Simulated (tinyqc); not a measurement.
# Resistance of a tapered via with liner, size effect and interface: what changes with what

A round via whose diameter grows from db at the bottom as D(z) = db + 2 z/tan(ang). The fill, of diameter D - 2 tl, starts above the bottom liner (thickness fb tl) and has rho = rho0 (1 + ks lam/(D - 2 tl)); the sidewall liner conducts in parallel with it. The bottom liner and the interface are crossed over the full area pi db^2/4. Spreading in the lines above and below is left out.

Parameters, values chosen for the exercise; fill metal close to cobalt:
```
symbol,value,unit,meaning
db,43,nm,diameter at the bottom
hv,80,nm,height
ang,85,degrees,sidewall angle
rho0,6.18,uohm cm,bulk resistivity of the fill
lam,11.7,nm,mean free path of the fill
ks,1.1,,size-effect factor
tl,1.9,nm,liner on the sidewall
fb,1,,liner at the bottom over that on the sidewall
rl,440,uohm cm,resistivity of the liner
ri,2.2e-12,ohm cm^2,interface resistivity at the bottom
Sb,1e15,S/m^2,"ballistic conductance per area, about 3/(4 rho0 lam)"
rho2,5.17,uohm cm,bulk resistivity of the second fill (close to tungsten)
lam2,15.1,nm,its mean free path
tl2,3.2,nm,its liner
```

Each table varies one quantity; the others keep the values above.

## Via resistance against the diameter at the bottom

Slices between z0 = fb tl and hv, evaluated at their midpoints: conductance per length pi/4 [(D - 2 tl)^2/rho + (D^2 - (D - 2 tl)^2)/rl], slice resistance = slice height over that. 2000 slices. R_fill = sum of the slices; R_bottom = rl fb tl/(pi db^2/4); R_interface = ri/(pi db^2/4); ballistic (Sharvin) limit 1/(Sb pi (db - 2 tl)^2/4); ideal cylinder rho0 hv/(pi db^2/4).

Via resistance against the diameter at the bottom:
columns A: db (nm); B: R_fill (ohm); C: R_bottom (ohm); D: R_interface (ohm); E: R (ohm); F: ballistic limit (ohm); G: R over ideal cylinder; H: largest part
```
A         B       C         D       E        F       G             H
6    494.13  295.67    7.7809  797.59   263.07  4.5613          fill
8.3  174.27  154.51    4.0661  332.85   62.876  3.6427          fill
11   80.851  87.969    2.3150  171.14   24.561  3.2896  bottom liner
16   32.505  41.579    1.0942  75.178   8.5544  3.0573  bottom liner
22   15.810  21.992   0.57875  38.381   3.8439  2.9511  bottom liner
30   8.0414  11.827   0.31124  20.180   1.8548  2.8851  bottom liner
42   3.9295  6.0342   0.15879  10.123  0.87254  2.8366  bottom liner
58   1.9989  3.1642  0.083268  5.2464  0.43342  2.8037  bottom liner
80   1.0270  1.6632  0.043768  2.7340  0.21928  2.7796  bottom liner
```

Read the table: what changes, and by how much?

R falls from 798 to 2.73 ohm. The fill is the largest part at db = 6, the bottom liner from 11 on. R goes as db^(-2.69) between the first two rows and db^(-2.03) between the last two; area alone gives -2. For db = 6 the ballistic limit exceeds half of R_fill, so the diffusive model understates R.

## Via resistance against the height

Same model as above.

2000 slices.

The same in every row: R_bottom (ohm) = 5.757; R_interface (ohm) = 0.1515; ballistic limit (ohm) = 0.8286.

Results:
```
hv (nm)  R_fill (ohm)  R (ohm)  R over ideal cylinder  largest part
26              1.431    7.339                  6.633  bottom liner
37              1.987    7.896                  5.014  bottom liner
54              2.751    8.660                  3.768  bottom liner
78              3.670    9.578                  2.886  bottom liner
110             4.672    10.58                  2.260  bottom liner
240             7.231    13.14                  1.286          fill
340             8.353    14.26                 0.9856          fill
```

Estimate the missing row, hv = 160 nm.

Computed row:
```
hv (nm)  R_fill (ohm)  R (ohm)  R over ideal cylinder  largest part
160             5.877    11.79                  1.731          fill
```

With this row back in the table: R rises from 7.34 to 14.3 ohm. The bottom liner is the largest part at hv = 26, the fill from 160 on. The share of the two bottom terms goes from 80.5 to 41.4 %. For hv = 26 the ballistic limit exceeds half of R_fill, so the diffusive model understates R.

## Two fill metals against the diameter

2000 slices. R_fill = sum of the slices; R_bottom = rl fb tl/(pi db^2/4); R_interface = ri/(pi db^2/4). The second fill has rho2, lam2 and tl2 in place of rho0, lam and tl.

Results:
```
db (nm)  R, first fill (ohm)  R, second fill (ohm)  ratio second/first
8.5                   313.87                654.41              2.0850
12                    140.73                234.84              1.6687
24                    32.019                46.568              1.4544
35                    14.700                20.843              1.4179
49                    7.3922                10.343              1.3991
70                    3.5826                4.9678              1.3867
100                   1.7416                2.4012              1.3787
```

Estimate the missing row, db = 17 nm.

Computed row:
```
db (nm)  R, first fill (ohm)  R, second fill (ohm)  ratio second/first
17                    66.058                100.35              1.5191
```

With this row back in the table: The ratio goes from 2.08 to 1.38. The first fill gives the lower R in every row.

Numbers from tinyqc (`OMP_NUM_THREADS=1 python tinyqc.py 2750144 2750145 out.jsonl`; about 0.01 s on one thread of a shared Intel Xeon 2.30GHz).
